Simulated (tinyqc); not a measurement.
From results back to parameters: metal-induced gap states at the contact of a metal chain and a two-band chain. Four cases, with inputs chosen for the exercise.

Problem. With gap states the barrier for electrons is phi = S (W - chi - p) + p, W being the work function of the metal, S the pinning factor and p the depth of the neutrality level below the conduction edge. The barriers for two metals come from hidden S and p, those of the chain and not of a measured contact.

Case 1.

Values chosen (out of a larger set: gap and optical dielectric constant near those of HfO2; the chain itself is a model; not measured data): W1 = 4.07 eV (work function of metal 1); W2 = 5.55 eV (of metal 2); chi = 2.43 eV (electron affinity).

barriers (eV): metal 1 1.80281, metal 2 3.18365

Case 2.

Values chosen (out of a larger set: gap and optical dielectric constant near those of Si; the chain itself is a model; not measured data): W1 = 4.05 eV (work function of metal 1); W2 = 5.33 eV (of metal 2); chi = 4.09 eV (electron affinity).

barriers (eV): metal 1 0.27460, metal 2 0.78020

Case 3.

Values chosen (out of a larger set: gap and optical dielectric constant near those of Ge; the chain itself is a model; not measured data): W1 = 4.49 eV (work function of metal 1); W2 = 5.45 eV (of metal 2); chi = 4.08 eV (electron affinity).

barriers (eV): metal 1 0.33616, metal 2 0.41008

Case 4.

Values chosen (out of a larger set: gap and optical dielectric constant near those of HfO2; the chain itself is a model; not measured data): W1 = 4.09 eV (work function of metal 1); W2 = 5.26 eV (of metal 2); chi = 2.34 eV (electron affinity).

barriers (eV): metal 1 2.17596, metal 2 2.80425

Find: S, p (eV).

Solution. The slope of the barrier against W is S; then p = (phi1 - S (W1 - chi))/(1 - S).

Case 1.

S, p (eV): 0.933  4.070

Case 2.

S, p (eV): 0.395  0.480

Case 3.

S, p (eV): 0.077  0.330

Case 4.

S, p (eV): 0.537  2.670

Computed by tinyqc, one run a case: `OMP_NUM_THREADS=1 python tinyqc.py N N+1 out.jsonl` with N = 1481929, 1481987, 1482011, 1482036; one thread of a shared Intel(R) Xeon(R) Processor @ 2.30GHz, about 0.01 s a run at most.
